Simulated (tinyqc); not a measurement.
# Metal gate on a two-layer dielectric stack with fixed charge and a dipole: what changes with what

Gate, layer 2, layer 1, p-type semiconductor; x runs from the gate inwards. Charges are counted in units of +q. psi is the band bending at the surface, positive towards inversion. Classical charge, Boltzmann statistics, no interface traps.

Inputs (values chosen for the exercise); band and dielectric values close to those of silicon, layer 1 close to silicon dioxide, layer 2 close to zirconium oxide:

| symbol | value | unit | meaning |
|---|---|---|---|
| T | 300 | K | temperature |
| Eg | 1.13 | eV | band gap |
| eps_r | 11.8 |  | relative permittivity |
| Nc | 2.81e19 | cm^-3 | conduction-band density of states at T |
| Nv | 2.66e19 | cm^-3 | valence-band density of states at T |
| chi | 3.99 | eV | electron affinity |
| Na | 3.1e17 | cm^-3 | acceptor density |
| pM | 4.27 | eV | work function of the gate metal |
| t1 | 1.9 | nm | thickness of layer 1, next to the semiconductor |
| e1 | 4.04 |  | relative permittivity of layer 1 |
| t2 | 4.5 | nm | thickness of layer 2, next to the gate |
| e2 | 25.3 |  | relative permittivity of layer 2 |
| Q1 | 1e11 | cm^-2 | fixed charge at the semiconductor interface |
| Q2 | 7e11 | cm^-2 | fixed charge between the layers |
| r1 | 0 | cm^-3 | uniform charge density in layer 1 |
| r2 | 0 | cm^-3 | uniform charge density in layer 2 |
| Vd | 0 | V | flat-band shift by a dipole layer between the layers |

Constants: q = 1.602176634e-19 C, kB = 1.380649e-23 J/K, Vt = kB T/q, eps0 = 8.8541878128e-14 F/cm where lengths are in cm. Results are converted to the units shown.

Each table varies one quantity; the others keep the values above.

## Flat band against the thickness t1

EOT = 3.9 (t1/e1 + t2/e2), Cox = eps0/(t1/e1 + t2/e2); phi_ms = pM - (chi + Eg - Vt ln(Nv/Na)). Vfb = phi_ms + Vd - (q/eps0) [Q1 (t1/e1 + t2/e2) + Q2 t2/e2 + r1 (t1^2/(2 e1) + t1 t2/e2) + r2 t2^2/(2 e2)]: each charge counts with its electrical distance from the gate. ni = sqrt(Nc Nv) exp(-Eg/(2 Vt)), Eg in volts, pB = Vt ln(Na/ni), Vth = Vfb + 2 pB + sqrt(4 q eps0 eps_r Na pB)/Cox.

Results:
```
t1 (nm)	EOT (nm)	Vfb (V)	Vth (V)
0.5	1.176	-0.7629	0.2395
1	1.659	-0.7651	0.2800
1.5	2.142	-0.7674	0.3204
2.5	3.107	-0.7718	0.4013
3	3.590	-0.7741	0.4417
3.5	4.072	-0.7763	0.4822
4	4.555	-0.7786	0.5226
```

Estimate the missing row, t1 = 2 nm.

Computed row:
```
t1 (nm)	EOT (nm)	Vfb (V)	Vth (V)
2	2.624	-0.7696	0.3608
```

With this row back in the table: Vfb falls from -0.763 to -0.779 V and Vth rises from 0.240 to 0.523 V. The slope dVfb/dEOT is -4.64 mV/nm between the first two rows and -4.64 between the last two: a straight line, set by the charge below the growing layer, which reads as 1.00e11 cm^-2. A line through the end rows meets EOT = 0 at -0.757 V, against phi_ms + Vd = -0.735 V; an effective work function read from it is off by -22.5 mV from pM.

## Threshold against doping

Same model as above.

Results:
```
Na (cm^-3)	phi_ms (V)	2 pB (V)	Qd/Cox (V)	Vth (V)
9e14	-0.5839	0.5963	0.009813	-0.01198
6.2e15	-0.6338	0.6961	0.02783	0.05592
1.6e16	-0.6583	0.7451	0.04625	0.09885
4.2e16	-0.6832	0.7950	0.07740	0.1550
1.1e17	-0.7081	0.8448	0.1291	0.2316
2.9e17	-0.7332	0.8949	0.2158	0.3433
7.5e17	-0.7577	0.9441	0.3564	0.5085
2e18	-0.7831	0.9948	0.5974	0.7749
```

Estimate the missing row, Na = 2.4e15 cm^-3.

Computed row:
```
Na (cm^-3)	phi_ms (V)	2 pB (V)	Qd/Cox (V)	Vth (V)
2.4e15	-0.6092	0.6471	0.01669	0.02025
```

With this row back in the table: Vth rises from -0.0120 to 0.775 V. Of the change, phi_ms + 2 pB gives 199 mV (Vt ln 10 a decade) and the depletion charge 588 mV, growing as Na^(0.53).

Computed by the program tinyqc: `OMP_NUM_THREADS=1 python tinyqc.py 2010159 2010160 out.jsonl`, one thread of a shared Intel Xeon 2.30GHz, about 0.01 s for the whole run.
